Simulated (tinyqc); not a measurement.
Inside a calculation: carrier statistics of a doped semiconductor with parabolic bands. Values are carried at full precision from step to step, so a last printed digit may differ when a step is redone from the rounded ones.

Constants: kB = 8.617333262e-05 eV/K; hbar^2/2m0 = 3.80998211 eV angstrom^2.

Parameters, chosen for this exercise (near those of Ge; not measured data):
- Eg0 = 0.7452 eV (gap at 0 K)
- al = 0.000485 eV/K (Varshni alpha)
- be = 230 K (Varshni beta)
- T = 150 K
- ml = 1.63 m0 (longitudinal electron mass)
- mt = 0.0803 m0 (transverse electron mass)
- Mv = 4 (equivalent valleys)
- mhh = 0.337 m0 (heavy-hole mass)
- mlh = 0.0418 m0 (light-hole mass)
- ND = 2.7e+15 1/cm^3 (donors)
- NA = 1.5e+14 1/cm^3 (acceptors)
- ED = 0.012 eV (donor level below Ec)
- EA = 0.0109 eV (acceptor level above Ev)

## Gap and thermal energy

Eg(T) = Eg0 - al T^2/(T + be) (Varshni).

Eg = 0.71648 eV
kT = 0.012926 eV

The gap has shrunk by 28.7 meV from 0 K and is 55.4 kT wide.

## Effective densities of states

m_de = Mv^(2/3) (ml mt^2)^(1/3); m_dh = (mhh^(3/2) + mlh^(3/2))^(2/3); N = 2 (m kB T/(4 pi c))^(3/2) with c = hbar^2/2m0, in 1/angstrom^3; times 1e24 for 1/cm^3.

m_de = 0.5520 m0
m_dh = 0.3467 m0
Nc = 3.6383e+18 1/cm^3
Nv = 1.8115e+18 1/cm^3

The light holes supply 4.2 % of Nv, and Nc/Nv = 2.01.

## Intrinsic density and level

With Boltzmann statistics ni = sqrt(Nc Nv) exp(-Eg/2kT) and Ei = Eg/2 + (kT/2) ln(Nv/Nc), counted from Ev.

ni = 2.36e+06 1/cm^3
Ei = 0.3537 eV

Ei lies 4.5 meV below midgap, towards the band with the smaller density of states.

## Neutrality by bisection

Energies are counted from Ev, so Ec = Eg. n = Nc F_1/2((EF - Eg)/kT), p = Nv F_1/2(-EF/kT), ND+ = ND/(1 + 2 exp((EF - Eg + ED)/kT)), NA- = NA/(1 + 4 exp((EA - EF)/kT)); neutrality asks p + ND+ = n + NA-. F_j(eta) = (1/Gamma(j + 1)) integral_0^infinity x^j dx/(1 + exp(x - eta)), which tends to exp(eta) for eta << 0.

Start from the bracket [-0.2 eV, Eg + 0.2 eV]; at the midpoint EF take the sign of p + ND+ - n - NA-; where it is positive EF must rise. Fourteen steps are shown.

Bisection (eV, 1/cm^3):

| step | low | high | EF | n | p | ND+ | NA- | sign |
|---|---|---|---|---|---|---|---|---|
| 1 | -0.20000 | 0.91648 | 0.35824 | 3.35e+06 | 1.67e+06 | 2.70e+15 | 1.50e+14 | + |
| 2 | 0.35824 | 0.91648 | 0.63736 | 7.98e+15 | 0.000698 | 2.67e+15 | 1.50e+14 | - |
| 3 | 0.35824 | 0.63736 | 0.49780 | 1.64e+11 | 34.1 | 2.70e+15 | 1.50e+14 | + |
| 4 | 0.49780 | 0.63736 | 0.56758 | 3.61e+13 | 0.154 | 2.70e+15 | 1.50e+14 | + |
| 5 | 0.56758 | 0.63736 | 0.60247 | 5.37e+14 | 0.0104 | 2.70e+15 | 1.50e+14 | + |
| 6 | 0.60247 | 0.63736 | 0.61992 | 2.07e+15 | 0.00269 | 2.69e+15 | 1.50e+14 | + |
| 7 | 0.61992 | 0.63736 | 0.62864 | 4.07e+15 | 0.00137 | 2.68e+15 | 1.50e+14 | - |
| 8 | 0.61992 | 0.62864 | 0.62428 | 2.90e+15 | 0.00192 | 2.69e+15 | 1.50e+14 | - |
| 9 | 0.61992 | 0.62428 | 0.62210 | 2.45e+15 | 0.00227 | 2.69e+15 | 1.50e+14 | + |
| 10 | 0.62210 | 0.62428 | 0.62319 | 2.67e+15 | 0.00209 | 2.69e+15 | 1.50e+14 | - |
| 11 | 0.62210 | 0.62319 | 0.62264 | 2.56e+15 | 0.00218 | 2.69e+15 | 1.50e+14 | - |
| 12 | 0.62210 | 0.62264 | 0.62237 | 2.50e+15 | 0.00222 | 2.69e+15 | 1.50e+14 | + |
| 13 | 0.62237 | 0.62264 | 0.62251 | 2.53e+15 | 0.00220 | 2.69e+15 | 1.50e+14 | + |
| 14 | 0.62251 | 0.62264 | 0.62257 | 2.54e+15 | 0.00219 | 2.69e+15 | 1.50e+14 | - |

Each step halves the bracket, which is 0.136 meV wide at the last row.

## The neutral state

Solve the neutrality condition for EF to convergence.

EF = 0.6226 eV
n = 2.54e+15 1/cm^3
p = 0.00219 1/cm^3
ND+ = 2.69e+15 1/cm^3
NA- = 1.50e+14 1/cm^3

The material is n-type; 99.6 % of the donors are ionised. EF lies 7.27 kT inside the gap from the conduction edge, so Boltzmann statistics would serve; n p/(Nc Nv exp(-Eg/kT)) = 1.000.

## Checks

- F_1/2(1) by the trapezoid rule against adaptive quadrature: both 1.575641.
- Positive against negative charge at the solution (1/cm^3): both 2.69049e+15.

(tinyqc, `OMP_NUM_THREADS=1 python tinyqc.py 1681799 1681800 out.jsonl`, Intel(R) Xeon(R) Processor @ 2.30GHz, 1 thread, shared host, about 0.01 s.)
